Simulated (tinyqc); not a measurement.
Standing waves and exposure in a photoresist film, step by step. Values are carried at full precision from step to step, so a last printed digit may differ when a step is redone from the rounded ones.

Normal incidence from air. Unexposed resist: N1 = n1 + i k1 with k1 = (A + B) lam/(4 pi), lam in micrometres. r01 = (1 - N1)/(1 + N1), t01 = 2/(1 + N1). Below the resist lie the layer Na = na + i ka and the substrate Ns = ns + i ks: r12 = (r1a + ras x)/(1 + r1a ras x), x = exp(4 pi i Na da/lam), r1a = (N1 - Na)/(N1 + Na), ras = (Na - Ns)/(Na + Ns). With p = exp(2 pi i N1 d/lam), the field at depth z is E(z) = t01 [exp(2 pi i N1 z/lam) + r12 p^2 exp(-2 pi i N1 z/lam)]/(1 + r01 r12 p^2), the relative intensity I(z) = n1 |E(z)|^2 and the reflectance R = |(r01 + r12 p^2)/(1 + r01 r12 p^2)|^2.

Inputs chosen for the exercise (a resist on W, indices near tabulated ones; shifted at random, so the results belong to these values and not to a real crystal): lam = 365 nm (vacuum wavelength); n1 = 1.721 (resist index); A = 0.53 1/micrometre (bleachable absorption (Dill A)); B = 0.12 1/micrometre (fixed absorption (Dill B)); d = 1001 nm (resist thickness); ns = 3.414 (substrate n); ks = 2.448 (substrate k); na = 1.792 (n of the bottom antireflection layer); ka = 0.273 (its k); da = 67 nm (its thickness); C = 0.031 cm^2/mJ (exposure rate (Dill C)); D = 15 mJ/cm^2 (incident dose); Ld = 5 nm (diffusion length of the post-exposure bake).

## Interface coefficients

Form N1, r01, t01 and r12.

N1 = 1.72100+0.01888i
r01 = -0.2650-0.0051i
t01 = 0.7350-0.0051i
r12 = 0.0044+0.1711i
|r12|^2 = 0.0293

Next to the bottom the intensity swings by a factor ((1 + |r12|)/(1 - |r12|))^2 = 2 between antinode and node; without the layer |r12|^2 would be 0.2701.

## Round trip and reflectance

Form p^2, the denominator and R; the period of the standing wave is lam/(2 n1).

p^2 = -0.4845+0.1934i
1 + r01 r12 p^2 = 1.0089+0.0219i
R = 0.0960
period = 106.04 nm

The film holds 9.44 periods.

## Intensity and exposure over the lowest period

Nine depths from d - period to d. Without bleaching during the exposure the share of unexposed compound is m = exp(-C D I).

Profile:

| z (nm) | I | m |
|---|---|---|
| 895.0 | 0.527 | 0.782 |
| 908.2 | 0.637 | 0.744 |
| 921.5 | 0.678 | 0.730 |
| 934.7 | 0.623 | 0.749 |
| 948.0 | 0.502 | 0.792 |
| 961.2 | 0.384 | 0.836 |
| 974.5 | 0.335 | 0.856 |
| 987.7 | 0.382 | 0.837 |
| 1001.0 | 0.494 | 0.795 |

I runs from 0.335 to 0.678 on these points, so m runs from 0.730 to 0.856; the least exposed point listed lies 26.5 nm above the bottom.

## Smoothing by the bake

Gaussian diffusion of length Ld multiplies a cosine of period L by exp(-2 pi^2 Ld^2/L^2). Give that factor, and the Ld that leaves 10 %.

factor = 0.957
Ld for 10 % = 36.22 nm

## Checks

- R against the transfer-matrix product: both 0.095961.

(tinyqc, `OMP_NUM_THREADS=1 python tinyqc.py 1651217 1651218 out.jsonl`, Intel(R) Xeon(R) Processor @ 2.30GHz, 1 thread, shared host, about 0.01 s.)
